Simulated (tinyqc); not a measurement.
From results to parameters: Luttinger model of the valence bands. Computed by the program tinyqc.

Problem. In the four-band Luttinger model 1/m = g1 -/+ 2 g2 along [100] and g1 -/+ 2 g3 along [111]. Find g1, g2, g3 and the light hole mass along [111].

heavy and light hole masses along [100] (electron masses): 0.303951  0.083822
heavy hole mass along [111] = 0.465116 electron masses

Solution. The mean of the two inverse masses along [100] is g1 and a quarter of their difference is g2; g3 = (g1 - 1/m_hh[111])/2.

g1, g2, g3: 7.6100  2.1600  2.7300
light hole mass along [111] = 0.077 electron masses
